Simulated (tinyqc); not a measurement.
MOSFET with velocity saturation and source resistance: one step of the calculation.

Strong inversion, charge Q = Cox (Vg - m V) at channel potential V with Vg the gate overdrive, and drift velocity v = mu E/(1 + mu E/vsat). Integrating along the channel gives I = mu Cox (1/L)(Vg Vd - m Vd^2/2)/(1 + Vd/Vc) per width, Vc = vsat L/mu, which peaks at Vdsat. Units: I in uA/um, Rs in ohm um, so the drop over Rs is 1e-6 I Rs volts.

Task. Saturation without source resistance. Vg = Vgs - VT (0 if negative), mu = mu0/(1 + th Vg), Vc = vsat L/mu, x = sqrt(1 + 2 Vg/(m Vc)), Vdsat = 2 Vg/(m (1 + x)), Isat = Cox vsat Vg (x - 1)/(x + 1) per width. Long-channel limit: mu Cox Vg^2/(2 m L); short-channel limit: Cox vsat Vg.

Parameters, values chosen for the exercise: gate capacitance Cox = 1.76 uF/cm^2; mobility at low gate voltage mu0 = 360 cm^2/(V s); mobility degradation th = 0.6 1/V; saturation velocity vsat = 9.7e6 cm/s; body factor m = 1.3; threshold VT = 0.59 V; channel length L = 0.05 um; gate voltage Vgs = 1.2 V.

Give: Vg; mu; Vc; Vdsat; Isat; long-channel limit; short-channel limit.

Result.

Vg = 0.6100 V
mu = 263.5 cm^2/(V s)
Vc = 0.1840 V
Vdsat = 0.2705 V
Isat = 441.1 uA/um
long-channel limit = 1328 uA/um
short-channel limit = 1041 uA/um

Range of the model: At this length velocity overshoot and near-ballistic transport, left out here, matter.

tinyqc, about 0.01 s, one thread, Intel Xeon 2.30GHz (shared host): `OMP_NUM_THREADS=1 python tinyqc.py 2500151 2500152 out.jsonl`
